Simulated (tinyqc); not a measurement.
Planar ballistic transistor, top-of-the-barrier model: one step of the calculation.

At the top of the source barrier, states moving towards the drain are filled by the source (Fermi level 0) and states moving back by the drain (Fermi level -q Vd); nothing scatters. U is the shift of the band edge there, set by the capacitances CG, CD and CS (the total) and by the charge. Parabolic two-dimensional band; the source is grounded.

Problem. Current, mean velocity and share of the gate voltage. N0 = gv m kB T/(pi hbar^2), CG = eps0 eox/tox, vT = sqrt(2 kB T/(pi m)), CS = CG/aG, n0 = n at U = 0 and Vd = 0. eta1 = -(E0 + U)/Vt, eta2 = eta1 - Vd/Vt, n = (N0/2)[F_0(eta1) + F_0(eta2)], F_0(x) = ln(1 + exp x). I = q (N0/2) vT [F_(1/2)(eta1) - F_(1/2)(eta2)] per width, F_(1/2)(x) = (2/sqrt(pi)) int_0^infinity u^(1/2)/(1 + exp(u - x)) du. Mean velocity I/(q n). CQ = (q/Vt) dn/d(eta1); the band edge follows the gate as -dU/dVg = aG/(1 + CQ/CS).

Values chosen for this exercise; mass and valleys close to those of indium arsenide:
```
symbol,value,unit,meaning
T,300,K,temperature
m,0.031,m0,effective mass
gv,1,,valley degeneracy
eox,3.9,,relative permittivity of the gate insulator
tox,2.5,nm,insulator thickness
aG,0.86,,gate control CG/CS
E0,0.25,eV,band edge at the barrier top above the source Fermi level at zero bias
Vd,0.1,V,drain voltage
```

Constants: q = 1.602176634e-19 C, kB = 1.380649e-23 J/K, hbar = 1.054571817e-34 J s, m0 = 9.1093837015e-31 kg, Vt = kB T/q, eps0 = 8.8541878128e-14 F/cm where lengths are in cm. Results are converted to the units shown.

converged U = -0.43675619 eV

Wanted: eta1; n; I; mean velocity; CQ; -dU/dVg.

Solution.

eta1 = 7.2241
n = 1.7768e12 cm^-2
I = 802.22 uA/um
mean velocity = 2.8180e7 cm/s
CQ = 2.0390 uF/cm^2
-dU/dVg = 0.37893 eV/V

The carriers from the source are degenerate (eta1 = 7.22), and the mean velocity is 0.922 times vT = sqrt(2 kB T/(pi m)) = 3.06e7 cm/s. The drain fills a good part of the returning states, which lowers the mean.

tinyqc, about 0.01 s, one thread, Intel Xeon 2.30GHz (shared host): `OMP_NUM_THREADS=1 python tinyqc.py 2400092 2400093 out.jsonl`
